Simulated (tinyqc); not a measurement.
# Worked calculation: stacked nanosheet transistor, parasitic resistance, capacitance and delay

tinyqc, about 0.1 s, one thread, Intel Xeon 2.30GHz (shared host): `OMP_NUM_THREADS=1 python tinyqc.py 2170074 2170075 out.jsonl` Printed values are rounded.

Ns sheets share one contact on top; each has perimeter p = 2 (Ws + ts) and cross-section A = Ws ts; contact width Wc = Ws + 10 nm, stack height Hs = Ns pv. Sheet 1 is the top one. Contact length Lc = CPP - Lg - 2 Lsp, shared by two neighbouring gates. Source and drain sides are equal. The formulas are first-order estimates, not field solutions.

Values chosen for this exercise; values close to those of silicon logic devices:
- T = 300 K (temperature)
- Ns = 3 (number of sheets)
- Ws = 30 nm (sheet width)
- ts = 6 nm (sheet thickness)
- pv = 14 nm (vertical pitch of the sheets)
- rv = 48 ohm (vertical resistance between sheet levels)
- CPP = 48 nm (contacted gate pitch)
- Lg = 16 nm (gate length)
- Lsp = 6 nm (spacer length)
- ks = 5.5 (relative permittivity of the spacer)
- Hc = 30 nm (gate height above the channel stack)
- rc = 1.7e-9 ohm cm^2 (contact resistivity)
- re = 0.00051 ohm cm (resistivity of the source-drain epitaxy)
- te = 20 nm (current-carrying depth of the epitaxy)
- rx = 0.00065 ohm cm (resistivity of the extension)
- Lov = 1 nm (gate overlap)
- Cinv = 2.3 uF/cm^2 (inversion capacitance)
- vx = 1.4e7 cm/s (injection velocity)
- mu = 300 cm^2/(V s) (apparent mobility)
- VT = 0.27 V (threshold at zero drain voltage)
- dl = 0.058 V/V (barrier lowering)
- n = 1.15 (subthreshold factor)
- Cw = 0.2 fF (wire load)
- Vdd = 0.8 V (supply voltage)

Constants: q = 1.602176634e-19 C, kB = 1.380649e-23 J/K, eps0 = 8.8541878128e-12 F/m, Vt = kB T/q. Results are converted to the units shown.

## Geometry and resistances

Epitaxy sheet resistance Rsh = re/te, transfer length LT = sqrt(rc/Rsh), contact Rc = [sqrt(rc Rsh)/Wc] coth(Lc/(2 LT)); extension of one sheet Rx = rx Lsp/A. Effective width N p; for equal currents and rv = 0 one side has Rc + Rx/N.

Lc = 20 nm
effective width = 216 nm
Rsh = 255 ohm
LT = 25.81989 nm
Rc = 446.0405 ohm
Rx = 216.6667 ohm
one side times effective width = 111.9447 ohm um

Lc/2 is 0.39 transfer lengths, and Rc is 5.0 % above the area limit rc/(Wc Lc/2). The contact makes up 86.1 % of one side.

## Capacitances

With N sheets: gate Cg = Cinv p N Lg; per side, plate Cp = ks eps0 [Wc (Hs + Hc) - N A]/Lsp, top fringe Cf = (2/pi) ks eps0 Wc ln(1 + Lg/(2 Lsp)), overlap Co = Cinv p N Lov. Cs = Cp + Cf + Co. An inverter of two such devices driving an equal one has the load CL = 2 (Cg + 2 Cs) + 4 Cs + Cw (its own drains counted twice for the Miller effect).

Cg = 79.48800 aF
Cp = 18.99223 aF
Cf = 1.050722 aF
Co = 4.968 aF
CL = 559.0636 aF

The channel capacitance gives 28.4 % of CL, the parasitic parts 35.8 % and the wire 35.8 %.

## Iteration 1: sheet currents at Vgs = Vdd, Vds = Vdd/2

I at the start (uA): sheet 1 0, sheet 2 0, sheet 3 0

One sheet: I = p Q vx u/(1 + |u|^1.8)^(1/1.8), Q = Cinv n Vt ln(1 + exp((Vg' - VT + dl Vd')/(n Vt))), u = Vd' mu/(vx Lg), Vg' = Vgs - v, Vd' = Vds - 2 v, with the drop on each side v_j = Rc sum I + rv (sum over levels k = 2..j of the current of sheets k..Ns) + Rx I_j. I(new) = I + 0.5 (I(out) - I).

drop v (mV): sheet 1 0, sheet 2 0, sheet 3 0
I(out) (uA): sheet 1 124.9072, sheet 2 124.9072, sheet 3 124.9072
I after iteration 1 (uA): sheet 1 62.45361, sheet 2 62.45361, sheet 3 62.45361

## Iteration 2: sheet currents at Vgs = Vdd, Vds = Vdd/2

As before.

drop v (mV): sheet 1 97.10213, sheet 2 103.0977, sheet 3 106.0954
I(out) (uA): sheet 1 94.91196, sheet 2 92.67146, sheet 3 91.51420
I after iteration 2 (uA): sheet 1 78.68278, sheet 2 77.56253, sheet 3 76.98390

## Course of the iteration: sheet currents at Vgs = Vdd, Vds = Vdd/2

Stop when the largest change of I is below 1e-6 uA, or after 80 iterations.

Course of the iteration:

| iteration | total I (uA) | largest \|change\| of one entry (uA) |
|---|---|---|
| 1 | 187.3608 | 62.5 |
| 2 | 233.2292 | 16.2 |
| 3 | 240.2175 | 3.28 |
| 4 | 240.8959 | 0.760 |
| 5 | 240.9734 | 0.270 |
| 6 | 240.9901 | 0.113 |
| 7 | 240.9961 | 0.0488 |
| 8 | 240.9986 | 0.0213 |
| 9 | 240.9997 | 9.28e-3 |
| ... | ... | ... |
| 13 | 241.0005 | 3.36e-4 |
| 14 | 241.0005 | 1.47e-4 |
| 15 | 241.0005 | 6.40e-5 |
| 16 | 241.0006 | 2.79e-5 |
| 17 | 241.0006 | 1.22e-5 |
| 18 | 241.0006 | 5.33e-6 |
| 19 | 241.0006 | 2.32e-6 |
| 20 | 241.0006 | 1.02e-6 |
| 21 | 241.0006 | 4.43e-7 |

Converged in 21 iterations. At the end each change is about 0.44 times the one before: linear convergence. The bottom sheet carries 93.8 % of the current of the top one.

## Effective current, delay and energy

IH = I(Vdd, Vdd/2) = 241.0006 uA
IL = I(Vdd/2, Vdd), solved likewise = 85.87072 uA

Ieff = (IH + IL)/2, delay CL Vdd/(2 Ieff), energy CL Vdd^2, with CL the load of an inverter that drives an equal one.

Ieff = 163.4356 uA
delay = 1.368278 ps
energy = 357.8007 aJ

Without any series resistance Ieff would be 248 uA, so the resistances cost 34.2 %.
